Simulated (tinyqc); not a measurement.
## Deformation potential from the mobility gain

Question. Tension X along [100] raises the x valleys by D = Xu (s11 - s12) X against the y and z valleys. Their share is f = w/(w + 2), w = exp(-D/Vt), and for current along [100] mu/mu0 = [f/ml + (1 - f)/mt]/[(1/ml + 2/mt)/3]. Find f, D and Xu.

Parameters, values chosen for the exercise; values close to those of silicon:

| symbol | value | unit | meaning |
|---|---|---|---|
| T | 300 | K | temperature |
| s11 | 7.55 | 1/TPa | compliance |
| s12 | -2.2 | 1/TPa | compliance |
| ml | 0.913 | m0 | longitudinal mass |
| mt | 0.195 | m0 | transverse mass |

Constants: q = 1.602176634e-19 C, kB = 1.380649e-23 J/K, Vt = kB T/q. Results are converted to the units shown.

mu/mu0 = 1.11525304
X = 160 MPa

Answer. The gain is linear in f; w = 2 f/(1 - f).

f = 0.2252
D = 14.02 meV
Xu = 8.990 eV

Program tinyqc, `OMP_NUM_THREADS=1 python tinyqc.py 2530165 2530166 out.jsonl`; Intel Xeon 2.30GHz, shared host, one thread, about 0.01 s.
